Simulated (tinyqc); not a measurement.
Time-domain thermoreflectance: layered heat flow under a modulated pulse train, and what the signal ratio measures. Inputs raised by 2 %, one at a time. Computed by tinyqc, a small Python program. Command: `OMP_NUM_THREADS=1 python tinyqc.py 3113209 3113210 out.jsonl tdtr sens`. One thread of a shared host (Intel(R) Xeon(R) Processor @ 2.30GHz), about 0.2 s of CPU time with the checks.

Pulses repeat at 80 MHz; heat is laid down at the surface, all layers are isotropic.

Inputs (values chosen for the exercise, modelled on aluminium on a SiGe alloy):
```
quantity                                value        unit
metal thickness d                          68          nm
metal conductivity                        190     W/(m K)
metal heat capacity                      2.42  MJ/(m^3 K)
boundary conductance G under the metal    180  MW/(m^2 K)
substrate conductivity kappa                8     W/(m K)
substrate heat capacity C                1.67  MJ/(m^3 K)
modulation frequency f                      2         MHz
spot radius w (1/e^2, pump and probe)      20  micrometre
delay t                                  2000          ps
```

Stack: metal, substrate.

Method:
- For radial wave number k and angular frequency W each layer has u = sqrt(4 pi^2 k^2 + i W C/kappa) and gamma = kappa u. Surface impedance from below: Z = 1/gamma for the substrate; a layer of thickness L maps Z to (Z + tanh(u L)/gamma)/(1 + gamma Z tanh(u L)); a boundary adds 1/G.
- Response per absorbed watt H(W) = 2 pi int_0^(2/w) Z(k, W) exp(-pi^2 k^2 w^2) k dk by 20 Gauss-Legendre points.
- Signal: X + iY = sum_(m = -M..M) H(2 pi (f + m f_r)) exp(i 2 pi m f_r t) exp(-pi (m/M)^2 x 4), f_r = 80 MHz, M = 4000, with H(-W) the complex conjugate of H(W); V_in = X, V_out = Y, ratio = -V_in/V_out.

Runs:
```
input moved                                          from      to  ratio -V_in/V_out  V_in (K/mW)  V_out (K/mW)  phase of H(2 pi f) (degrees)
base run                                                -       -             1.2024     0.051500     -0.042832                       -47.946
metal thickness d (nm)                                 68   69.36             1.1967     0.051221     -0.042801                       -48.049
boundary conductance G under the metal (MW/(m^2 K))   180   183.6             1.2000     0.051382     -0.042817                       -47.986
substrate conductivity kappa (W/(m K))                  8    8.16             1.2065     0.051195     -0.042432                       -47.870
substrate heat capacity C (MJ/(m^3 K))               1.67  1.7034             1.2064     0.051192     -0.042434                       -47.874
modulation frequency f (MHz)                            2    2.04             1.2040     0.051070     -0.042418                       -47.987
spot radius w (1/e^2, pump and probe) (micrometre)     20    20.4             1.2016     0.049496     -0.041191                       -47.965
delay t (ps)                                         2000    2040             1.1957     0.051220     -0.042836                       -47.946
```

Exponents ln(y'/y) / ln(x'/x):
```
input                                   ratio -V_in/V_out    V_in   V_out  phase of H(2 pi f)
metal thickness d                                  -0.237  -0.274  -0.037               0.108
boundary conductance G under the metal             -0.098  -0.116  -0.018               0.042
substrate conductivity kappa                        0.174  -0.300  -0.474              -0.080
substrate heat capacity C                           0.169  -0.303  -0.471              -0.077
modulation frequency f                              0.068  -0.423  -0.491               0.042
spot radius w (1/e^2, pump and probe)              -0.031  -2.004  -1.974               0.020
delay t                                            -0.280  -0.276   0.005               0.000
```

Among the inputs moved here: ratio -V_in/V_out answers most in size to delay t (exponent -0.280), next to metal thickness d (-0.237). V_in answers most in size to spot radius w (1/e^2, pump and probe) (exponent -2.004), next to modulation frequency f (-0.423). Its exponent -2.004 in spot radius w (1/e^2, pump and probe): one-dimensional flow, power over area. V_out answers most in size to spot radius w (1/e^2, pump and probe) (exponent -1.974), next to modulation frequency f (-0.491). Its exponent -0.474 in substrate conductivity kappa: the effusivity of the substrate. Phase of H(2 pi f) answers most in size to metal thickness d (exponent +0.108), next to substrate conductivity kappa (-0.080); its exponent is below 0.0005 for delay t.
